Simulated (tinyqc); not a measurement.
Hydrostatic strain: sp3s* tight binding, strained.

sp3s* tight binding, nearest neighbours only: anion (a) at 0, cation (c) at a/4 (1,1,1), orbitals s, px, py, pz, s* on each; k in units of 2 pi/a. With phases e_j = exp(i (pi/2) k.n_j) for n = (1,1,1), (1,-1,-1), (-1,1,-1), (-1,-1,1): g0 = (e1+e2+e3+e4)/4, g1 = (e1+e2-e3-e4)/4, g2 = (e1-e2+e3-e4)/4, g3 = (e1-e2-e3+e4)/4. The diagonal holds the levels Esa, Epa, Exa (s*) and Esc, Epc, Exc. Anion-cation block: <sa|sc> = Vss g0; <sa|xc> = Vsapc g1; <xa|sc> = -Vscpa g1; <xa|xc> = Vxx g0; <xa|yc> = <ya|xc> = Vxy g3, <xa|zc> = <za|xc> = Vxy g2, <ya|zc> = <za|yc> = Vxy g1; <s*a|xc> = Vxapc g1; <xa|s*c> = -Vpaxc g1; y and z take g2 and g3 in place of g1; s-s* and s*-s* vanish.

Strain e moves each bond vector to d = (1 + e) d0 (no internal displacement for the diagonal strains used here) and k is given in fractions of the strained reciprocal cell, so the phases stay. Two-centre values Vss_sigma = Vss/4, Vsp_sigma = sqrt3 V/4 for each s-p and s*-p pair, Vpp_sigma = (Vxx + 2 Vxy)/4, Vpp_pi = (Vxx - Vxy)/4 are scaled by (d0/d)^eta and combined with the new direction cosines; the levels on the diagonal stay.

Values chosen for the exercise (near a published set for SiC, fitted to gaps, whose masses and valley positions are rough; the results hold for these values, not for the real material):
```
symbol  value    unit  meaning
Esa     -8.52    eV    s level of the anion
Epa     2.147    eV    p level of the anion
Esc     -4.908   eV    s level of the cation
Epc     4.323    eV    p level of the cation
Exa     9.749    eV    s* level of the anion
Exc     9.376    eV    s* level of the cation
Vss     -12.505  eV    s-s
Vxx     3.03     eV    px-px
Vxy     5.87     eV    px-py
Vsapc   9.601    eV    s anion, p cation
Vscpa   9.088    eV    s cation, p anion
Vxapc   8.659    eV    s* anion, p cation
Vpaxc   4.469    eV    p anion, s* cation
eta     2              scaling exponent
```

exx = eyy = ezz = e. Gaps as measured from the top of the valence band; the deformation potentials are (gap(0.01) - gap(-0.01))/0.06.

Gaps (eV):
```
e       Gamma   Delta       L  x of the minimum
-0.03  6.7983  2.5448  3.8391             1.000
-0.02  6.5335  2.5063  3.7754             1.000
-0.01  6.2145  2.4699  3.7115             1.000
0.01   5.6052  2.4030  3.5827             1.000
0.02   5.3143  2.3723  3.5176             1.000
0.03   5.0320  2.3434  3.4520             1.000
```

Give the missing row, e = 0.00.

Computed row:
```
e      Gamma   Delta       L  x of the minimum
0.00  5.9052  2.4355  3.6473             1.000
```

gap deformation potentials (eV): Gamma -10.154, Delta -1.115, L -2.148

Per unit of volume strain the gaps move by -10.15 (Gamma), -1.12 (Delta) and -2.15 eV (L). The lowest valley stays the Delta line over the range. These potentials follow from the one exponent eta, which fitted models replace by one for each integral; with it the sizes are rough, the sign for Delta can be wrong (in Si, Ge and the III-V crystals measured values are small and positive), and the pressures at which valleys cross, and which valley takes over, are rough too. A gap of zero, where one is listed, marks an s level that has sunk below the valence top.

Program tinyqc; command `OMP_NUM_THREADS=1 python tinyqc.py 1451194 1451195 out.jsonl`; about 0.05 s on one thread of a shared Intel(R) Xeon(R) Processor @ 2.30GHz.
